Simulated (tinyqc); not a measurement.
Comparisons within one model: zigzag graphene nanoribbon in tight binding. A value that a table varies takes the place of the one given here.

A zigzag ribbon of N chains, sites A1, B1, A2, ..., BN across it. For each k it is a chain with bonds -2t cos(k/2) (A_n to B_n) and -t (B_n to A_(n+1)), and +D, -D on A and B. A1 and BN are the edge sites; the Dirac points project to k = 2 pi/3.

Values chosen for the exercise (near those used for graphene; the results hold for these values, not for the real material): t = 2.51 eV (hopping); D = 0.44 eV (sublattice potential, +D on A and -D on B); Nw = 8 (chains, N of this table); k = 1.65 (k times the period sqrt3 acc); N = 3 (zigzag chains).

## The flat edge band

A ribbon of N = Nw chains: lowest positive level, next level, and weight on the two edge sites per state of the middle pair, along k.

Along k:
```
k/pi  2 cos(k/2)  lowest level (eV)  next (eV)  edge weight
0.50      1.4142            1.41579     2.1254        0.109
0.60      1.1756            0.92424     1.6889        0.158
0.65      1.0450            0.70228     1.4970        0.209
0.70      0.9080            0.53694     1.3561        0.298
0.75      0.7654            0.45813     1.3078        0.441
0.80      0.6180            0.44124     1.3886        0.620
0.85      0.4669            0.44002     1.5902        0.782
0.90      0.3129            0.44000     1.8714        0.902
0.95      0.1569            0.44000     2.1975        0.975
1.00      0.0000            0.44000     2.5483        1.000
```

What does this show, and why?

Beyond k = 2 pi/3 the lowest level sinks towards D = 0.44 eV: it is within 1 meV of that from k/pi = 0.85 on. The edge weight grows from 0.30 at 0.70 to 1 at pi, where the chain breaks into dimers and the next level is sqrt(t^2 + D^2) = 2.5483 eV. So flat a band is sensitive to interactions, which this model leaves out; they matter once they exceed the splitting of the middle pair (2D, or for D = 0 only the small overlap of the two edges).

## Lowest level against width

D = 0; lowest positive level at the given k, and the estimate t x^N (1 - x^2), x = 2 cos(k/2) (a dash if x >= 1).

Level (eV):
```
N   matrix  estimate
2    2.375         -
3    1.904         -
4    1.639         -
5    1.472         -
6    1.358         -
8    1.215         -
10   1.130         -
14   1.039         -
```

How do the results move?

With x = 1.3571 > 1 there is no edge state: the level tends to the bulk band edge t (x - 1) = 0.8964 eV from above.

## What each parameter does

The two lowest positive levels at k and the weight on the two edge sites per state of the middle pair. Each row changes one parameter from the base and keeps the others.

Results:
```
case          lowest (eV)  next (eV)  edge weight
base               1.9537     3.8918       0.4580
t = 2.635 eV       2.0462     4.0832       0.4580
N = 4              1.6969     3.2180       0.3276
D = 0.54 eV        1.9786     3.9044       0.4580
k = 1.55           2.1146     4.0481       0.4460
```

How do the results move?

The largest shifts from the base row, up to three for each result and ties (the steps differ in size, so this ranks the rows, not the parameters). lowest (eV): N -0.2568, k +0.1609, t +0.0925. next (eV): N -0.6739, t +0.1914, k +0.1563. edge weight: N -0.1304, k -0.0120; unchanged at the printed digits by t and D.

Computed by tinyqc, a small Python program: `OMP_NUM_THREADS=1 python tinyqc.py 1452034 1452035 out.jsonl` (the numbers bound the seed that draws the inputs); one thread of a shared host (Intel(R) Xeon(R) Processor @ 2.30GHz), about 0.01 s for the whole set of steps.
